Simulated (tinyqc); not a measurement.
Worked calculation: q-state Potts model on a small periodic square lattice: enumeration, Metropolis, heat-bath and Wolff steps. Computed by tinyqc, a small Python program that keeps every step. Command: `OMP_NUM_THREADS=1 python tinyqc.py 3113321 3113322 out.jsonl potts walk`. One thread of a shared host (Intel(R) Xeon(R) Processor @ 2.30GHz), about 0.1 s of CPU time with the checks. Intermediate numbers are printed to about 6 digits and carried at full precision; extremes and crossings named in words are read from the listed rows.

E = -J x (number of nearest-neighbour bonds with equal states); n x n sites with periodic edges have 2 n^2 bonds. Order parameter m = (q f - 1)/(q - 1), f being the largest share of one state. Sites are numbered row by row from 0. Here q = 3 and n = 3.

Inputs (values chosen for the exercise, for a model of domains or grain orientations):

| quantity | value | unit |
|---|---|---|
| number of states q | 3 | - |
| edge n | 3 | - |
| coupling J | 21 | meV |
| temperature T | 319 | K |
| seed | 324052 | - |

Update: heat bath.

Constants: k_B = 8.617333262e-05 eV/K.

## Scales

K = J/(k_B T); the infinite square lattice orders at K_c = ln(1 + sqrt(q)); Wolff bond probability p = 1 - exp(-K).

K = 0.763934

K_c = 1.00505

T_c of the infinite lattice = 242.470 K

p = 0.534170

## Density of states

All q^(n^2) states are counted by their number b of equal bonds; weights g(b) exp(K b), K = J/(k_B T). Per site: u = -J <b>/n^2, c/k_B = K^2 (<b^2> - <b>^2)/n^2.

States by number of equal bonds:

| b | g(b) | probability |
|---|---|---|
| 0 | 12 | 1.01531e-06 |
| 2 | 540 | 2.10549e-04 |
| 3 | 936 | 7.83444e-04 |
| 4 | 3240 | 5.82170e-03 |
| 5 | 3996 | 1.54135e-02 |
| 6 | 3348 | 2.77226e-02 |
| 7 | 3240 | 5.75925e-02 |
| 8 | 2592 | 9.89073e-02 |
| 9 | 660 | 5.40642e-02 |
| 10 | 810 | 1.42437e-01 |
| 11 | 108 | 4.07694e-02 |
| 12 | 144 | 1.16693e-01 |
| 14 | 54 | 2.01660e-01 |
| 18 | 3 | 2.37923e-01 |

The most probable level has b = 18 of 18 bonds.

## Exact averages

ln Z = ln sum g(b) exp(K b); entropy per site s/k_B = (ln Z - K <b>)/n^2.

<b> = 12.3295

energy u = -28.7687 meV/site

heat capacity c = 1.01113 k_B/site

entropy s = 0.762926 k_B/site

## Order parameter

The same sums with m: <m> and the Binder ratio U = 1 - <m^4>/(3 <m^2>^2).

<m> = 0.657753

Binder ratio U = 0.512590

## Eight single-site steps

start states:
```
   1  2  3
1  0  0  1
2  0  2  1
3  0  1  1
```

random numbers, one row a step:
```
        1       2       3
1  0.4645  0.0798  0.2001
2  0.6245  0.1074  0.6208
3  0.1179  0.9170  0.8268
4  0.1283  0.0690  0.3875
5  0.3686  0.5797  0.8529
6  0.3569  0.8483  0.9354
7  0.1680  0.0478  0.9313
8  0.4076  0.5346  0.3119
```

Site = floor(r1 n^2). State c is drawn with probability exp(K k_c)/sum exp(K k), k_c the number of neighbours in state c: the first c whose cumulative probability reaches r2; r3 is not used.

Steps:

| site | old | neighbours in each state | P(old) | P(new) | new |
|---|---|---|---|---|---|
| 4 | 2 | 2 2 0 | 0.097879 | 0.451060 | 0 |
| 5 | 1 | 2 2 0 | 0.451060 | 0.451060 | 0 |
| 1 | 0 | 2 2 0 | 0.451060 | 0.097879 | 2 |
| 1 | 2 | 2 2 0 | 0.097879 | 0.451060 | 0 |
| 3 | 0 | 4 0 0 | 0.913930 | 0.913930 | 0 |
| 3 | 0 | 4 0 0 | 0.913930 | 0.913930 | 0 |
| 1 | 0 | 2 2 0 | 0.451060 | 0.451060 | 0 |
| 3 | 0 | 4 0 0 | 0.913930 | 0.913930 | 0 |

states afterwards:
```
   1  2  3
1  0  0  1
2  0  0  0
3  0  1  1
```

## A longer run and its error bar

After 400 updates are discarded, b is recorded for 4000 sweeps of n^2 steps of the update named (random numbers not printed, so these rows are one sample). Records are averaged in blocks; the error is the scatter of block means over sqrt(number of blocks), and the last column its square over that for single records.

Blocking:

| block length | mean b | error | variance ratio |
|---|---|---|---|
| 1 | 12.1635 | 0.061939 | 1.00000 |
| 4 | 12.1635 | 0.096175 | 2.41102 |
| 16 | 12.1635 | 0.110716 | 3.19518 |
| 40 | 12.1635 | 0.118297 | 3.64775 |
| 100 | 12.1635 | 0.112172 | 3.27980 |

The run gives 12.164 +/- 0.118 (blocks of 40) against the exact 12.329, a difference of 1.4 error bars. Single records understate the error by a factor of about 1.9, because successive records are correlated.

## Across the transition

m and U = 1 - <m^4>/(3 <m^2>^2) from the same sums; K = K_c T_c/T.

Exact values for this lattice:

| T/T_c | share of equal bonds | c (k_B/site) | <m> | U |
|---|---|---|---|---|
| 0.50 | 0.998601 | 0.04719 | 0.998909 | 0.666444 |
| 0.70 | 0.982993 | 0.32242 | 0.985444 | 0.663094 |
| 0.85 | 0.943806 | 0.75234 | 0.947663 | 0.651693 |
| 0.95 | 0.898668 | 1.05149 | 0.900833 | 0.635291 |
| 1.00 | 0.871061 | 1.16200 | 0.871111 | 0.623767 |
| 1.10 | 0.810163 | 1.25683 | 0.803462 | 0.594241 |
| 1.25 | 0.719837 | 1.12255 | 0.699092 | 0.538551 |
| 1.50 | 0.606977 | 0.69923 | 0.563549 | 0.444315 |
| 2.00 | 0.497909 | 0.26539 | 0.429633 | 0.331377 |
| 3.00 | 0.425694 | 0.07972 | 0.343875 | 0.269760 |

c is largest, 1.26 k_B, at T/T_c = 1.1: on so small a lattice the transition is a broad bump. At T_c the infinite lattice has a share (1 + 1/sqrt(q))/2 = 0.789 of equal bonds, against 0.871 here. <m> stays at 0.34 at 3 T_c, since the largest share among 9 sites always exceeds 1/q on average.

Checks made by the program: number of states (relative difference below 1e-10).
